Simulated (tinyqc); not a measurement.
Velocity against field: two-valley model of the transferred-electron effect. Computed by tinyqc, a small Python program. Command: `OMP_NUM_THREADS=1 python tinyqc.py 3029895 3029896 out.jsonl gunn walk`. One thread of a shared host (Intel(R) Xeon(R) Processor @ 2.30GHz), about 0.01 s of CPU time with the checks.

Both kinds of valley share one electron temperature T_e, and each has a constant mobility.

Inputs (values chosen for the exercise, modelled on GaAs): central-valley mass m1 = 0.065 m_0; satellite-valley mass m2 = 0.21 m_0; satellite valleys Z = 4; valley separation dE = 0.29 eV; central-valley mobility mu1 = 7800 cm^2/(V s); satellite-valley mobility mu2 = 160 cm^2/(V s); energy relaxation time tau_E = 0.94 ps; lattice temperature T = 200 K; electric field F = 3.7 kV/cm.

Solver: damped fixed point.

Constants: k_B = 8.617333262e-05 eV/K.

Method. Density-of-states ratio R = Z (m2/m1)^(3/2); n2/n1 = R exp(-dE/(k_B T_e)); mean mobility mu = (mu1 + mu2 n2/n1)/(1 + n2/n1); energy balance e mu F^2 = (3/2) k_B (T_e - T)/tau_E; v = mu F.

low-field mobility = 7799.99 cm^2/(V s)

R = 23.2284

The curve:
```
F (kV/cm)  T_e (K)  share in the satellites (%)  v (1e7 cm/s)  low-field line (1e7 cm/s)
0.37         207.8                   2.1452e-04        0.2886                      0.289
0.93         249.1                   3.1460e-03        0.7254                      0.725
1.90         403.7                   5.5322e-01        1.4740                      1.482
2.60         562.6                   5.5412e+00        1.9179                      2.028
3.70         789.2                   2.4626e+01        2.1899                      2.886
5.20        1029.2                   4.6896e+01        2.1929                      4.056
7.40        1330.6                   6.4934e+01        2.1009                      5.772
11.00       1803.7                   7.8239e+01        2.0048                      8.580
18.00       2817.4                   8.7554e+01        1.9995                     14.040
37.00       6807.3                   9.3407e+01        2.4556                     28.860
```

What does the comparison show, and why?

v falls between 5.2 and 18 kV/cm, while the share in the slow valleys goes from 47 to 88 %: transfer outruns the rise of the field. With constant mobilities n2/n1 tends to R and v ends on the line (mu1 + R mu2) F/(1 + R), a mobility of 475; real satellites saturate instead. Rows with T_e above 3000 K lie outside the range of a Maxwellian in parabolic valleys.

Extremes, crossings and ranges named in words are read from the listed rows.
